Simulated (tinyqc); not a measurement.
Keating valence-force model of a tetrahedral crystal: one step, computed by the program tinyqc. Command: `OMP_NUM_THREADS=1 python tinyqc.py 3028275 3028276 out.jsonl keating walk`. One thread of a shared host (Intel(R) Xeon(R) Processor @ 2.30GHz), about 0.03 s of CPU time with the checks.

Atom A sits at 0 and atom B at a/4 (1,1,1) of an fcc lattice; the four bonds from A are t = a/4 (1,1,1), a/4 (1,-1,-1), a/4 (-1,1,-1), a/4 (-1,-1,1), of length d = sqrt(3) a/4. Energy: E = (3 alpha/(8 d^2)) sum over bonds (r.r - d^2)^2 + (3 beta/(8 d^2)) sum over pairs of bonds at one atom (r_i.r_j + d^2/3)^2, with beta_A for the six pairs at A and beta_B for the six at B. The cell holds two atoms, Omega = a^3/4. 1 N/m = 1 J/m^2.

Problem. Elastic constants and internal strain. beta = (beta_A + beta_B)/2; C11 = (alpha + 3 beta)/a, C12 = (alpha - beta)/a, C44 = 4 alpha beta/(a (alpha + beta)); with the two sublattices clamped C44(0) = (alpha + beta)/a; internal-strain parameter zeta = (alpha - beta)/(alpha + beta); B = (C11 + 2 C12)/3.

Inputs (values chosen for the exercise, for a model crystal): lattice constant a = 5.895 angstrom; bond stretching alpha = 50.7 N/m; bond bending beta_A = 16.8 N/m; bond bending beta_B = 16.8 N/m.

Structure: zinc blende.

Give: C11; C12; C44; clamped C44(0); internal-strain parameter zeta; bulk modulus B.

Solution.

C11 = 171.5 GPa

C12 = 57.51 GPa

C44 = 85.62 GPa

clamped C44(0) = 114.5 GPa

internal-strain parameter zeta = 0.5022

bulk modulus B = 95.50 GPa

Letting the sublattices shift lowers C44 by 25 %, which is zeta^2. A shear is shared between bond lengths and angles. The model fixes 2 C44 (C11 + C12)/((C11 - C12)(C11 + 3 C12)) = 1.000 whatever alpha and beta are.
